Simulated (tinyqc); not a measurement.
Energy relaxation with and without hot phonons: decay of LO phonons and the hot-phonon bottleneck in the cooling of electrons. Computed by tinyqc, a small Python program. Command: `OMP_NUM_THREADS=1 python tinyqc.py 3014919 3014920 out.jsonl hotphonon walk`. One thread of a shared host (Intel(R) Xeon(R) Processor @ 2.30GHz), about 0.01 s of CPU time with the checks.

n(E, T) = 1/(exp(E/(k_B T)) - 1) is the Bose occupation. Electrons have a temperature T_e; the LO modes within their reach share one occupation N; the decay products stay at the lattice temperature.

Inputs (values chosen for the exercise, modelled on zinc oxide):
```
quantity                                             value    unit
LO energy hbar omega                                  74.1     meV
lifetime at T = 0, tau_0                               1.5      ps
share f of the energy in the softer product           0.24       -
lattice temperature T                                   77       K
electron mass m*                                     0.279     m_0
eps_inf                                                3.8       -
static dielectric constant eps_s                       8.4       -
electron density n                                 1.3e+17  1/cm^3
density of LO modes that the electrons reach, N_m  1.5e+19  1/cm^3
```

Decay channel: two unequal phonons (Ridley).

Constants: k_B = 8.617333262e-05 eV/K; c = 299792458 m/s; e^2/(4 pi eps_0) = 14.39964548 eV angstrom; hbar^2/(2 m_0) = 3.80998212 eV angstrom^2; hbar = 6.582119569e-16 eV s; e = 1.602176634e-19 C; k_B = 1.380649e-23 J/K.

Method:
- Decay rate 1/tau = (1/tau_0) [1 + n(f hbar omega) + n((1 - f) hbar omega)].
- Full width Gamma = 1/(2 pi c tau) in 1/cm, c in cm/s.
- Froehlich coupling alpha = (e^2/(4 pi eps_0)) (1/eps_inf - 1/eps_s) k_0/(2 hbar omega), k_0 = sqrt(m* hbar omega/(hbar^2/(2 m_0))); emission time tau_sp = hbar/(2 alpha hbar omega); bottleneck ratio r = (n/N_m) tau/tau_sp.
- Net emission per electron: [(N + 1) x - N]/tau_sp with x = exp(-hbar omega/(k_B T_e)), a simple two-level balance; steady state of the modes: n [(N + 1) x - N]/tau_sp = N_m (N - N_0)/tau; power per electron P = hbar omega [(N + 1) x - N]/tau_sp.
- P(T_e) = (hbar omega/tau_sp) [(N_0 + 1) x - N_0]/[1 + r (1 - x)], and r = 0 without hot phonons; energy relaxation time tau_E = (3/2) k_B (T_e - T)/P.

emission time tau_sp = 4.30595 fs

equilibrium LO occupation N_0 = 1.41266e-05

bottleneck ratio r = 2.81158

phonon lifetime tau = 1.39691 ps

Cooling:
```
T_e (K)  P, cold phonons (nW)  P, hot phonons (nW)   ratio  tau_E (ps)           N
107                   0.85292              0.22382  3.8107      2.7758  2.4237e-04
157                    11.491               3.0240  3.7998     0.54787   0.0030979
227                    62.381               16.644  3.7479     0.18664    0.016987
377                    281.73               79.939  3.5243    0.077720    0.081532
577                    621.18               195.46  3.1781    0.052978     0.19933
877                    1034.2               375.15  2.7569    0.044163     0.38257
1380                   1478.6               641.79  2.3038    0.042046     0.65448
2080                   1823.5               934.17  1.9520    0.044405     0.95263
```

What follows from these numbers?

Reabsorption cuts the loss by a factor 3.81 at the lowest T_e and 1.95 at the highest; the factor is 1 + r (1 - x) with r = 2.81. tau_E runs from 2.8 to 0.044 ps, with its shortest value, 0.042 ps, at T_e = 1380 K, against tau_sp = 4.3 fs and a phonon lifetime of 1.4 ps. Pauli blocking is left out, as are upper valleys and non-parabolic bands, which can matter above about 1000 K. Caution: alpha is above 1/2, so hbar/tau_sp exceeds hbar omega and the emission time, a weak-coupling result, is only rough.

Extremes, crossings and ranges named in words are read from the listed rows.
